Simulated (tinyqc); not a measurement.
From results back to parameters: cyclotron resonance of ellipsoidal valleys, Si type. Five cases, with inputs chosen for the exercise.

Problem. The cyclotron masses of the valleys [100] and [001] at this angle were computed from hidden ml and mt.

Valleys along [100], [010], [001] (each with its opposite partner), mass ml along the axis and mt across it. B lies in the (1-10) plane, b = (sin(theta)/sqrt2, sin(theta)/sqrt2, cos(theta)). For the angle phi between B and the axis, 1/mc^2 = cos^2(phi)/mt^2 + sin^2(phi)/(mt ml). Resonance: h nu = 2 muB B/mc, h = 2 pi hbar.

Find: X = 1/mt^2; Y = 1/(mt ml); mt; ml.

Case 1.

Values chosen (out of a larger set: near those of Si; not measured data): theta = 5 degrees (angle of B from [001] towards [110]).

mc of [100] = 0.420096 m0
mc of [001] = 0.189577 m0

Solution.

X = 1/mt^2 = 27.99
Y = 1/(mt ml) = 5.581
mt = 0.189 m0
ml = 0.95 m0

With cos^2(phi) = 0.0038 and 0.9924, the two values of 1/mc^2 are linear equations for X and Y; mt = 1/sqrt(X), ml = sqrt(X)/Y.

Case 2.

Values chosen (out of a larger set: near those of Si; not measured data): theta = 32 degrees (angle of B from [001] towards [110]).

mc of [100] = 0.331524 m0
mc of [001] = 0.213091 m0

Solution.

X = 1/mt^2 = 28.29
Y = 1/(mt ml) = 5.963
mt = 0.188 m0
ml = 0.89 m0

With cos^2(phi) = 0.1404 and 0.7192, the two values of 1/mc^2 are linear equations for X and Y; mt = 1/sqrt(X), ml = sqrt(X)/Y.

Case 3.

Values chosen (out of a larger set: near those of Si; not measured data): theta = 74 degrees (angle of B from [001] towards [110]).

mc of [100] = 0.255037 m0
mc of [001] = 0.369094 m0

Solution.

X = 1/mt^2 = 26.57
Y = 1/(mt ml) = 5.759
mt = 0.194 m0
ml = 0.90 m0

With cos^2(phi) = 0.4620 and 0.0760, the two values of 1/mc^2 are linear equations for X and Y; mt = 1/sqrt(X), ml = sqrt(X)/Y.

Case 4.

Values chosen (out of a larger set: near those of Si; not measured data): theta = 84 degrees (angle of B from [001] towards [110]).

mc of [100] = 0.252658 m0
mc of [001] = 0.408253 m0

Solution.

X = 1/mt^2 = 25.77
Y = 1/(mt ml) = 5.781
mt = 0.197 m0
ml = 0.88 m0

With cos^2(phi) = 0.4945 and 0.0109, the two values of 1/mc^2 are linear equations for X and Y; mt = 1/sqrt(X), ml = sqrt(X)/Y.

Case 5.

Values chosen (out of a larger set: near those of Si; not measured data): theta = 66 degrees (angle of B from [001] towards [110]).

mc of [100] = 0.249890 m0
mc of [001] = 0.315758 m0

Solution.

X = 1/mt^2 = 29.86
Y = 1/(mt ml) = 6.099
mt = 0.183 m0
ml = 0.90 m0

With cos^2(phi) = 0.4173 and 0.1654, the two values of 1/mc^2 are linear equations for X and Y; mt = 1/sqrt(X), ml = sqrt(X)/Y.

Computed by tinyqc, one run a case: `OMP_NUM_THREADS=1 python tinyqc.py N N+1 out.jsonl` with N = 1281208, 1281308, 1281339, 1281419, 1281684; one thread of a shared Intel(R) Xeon(R) Processor @ 2.30GHz, about 0.01 s a run at most.
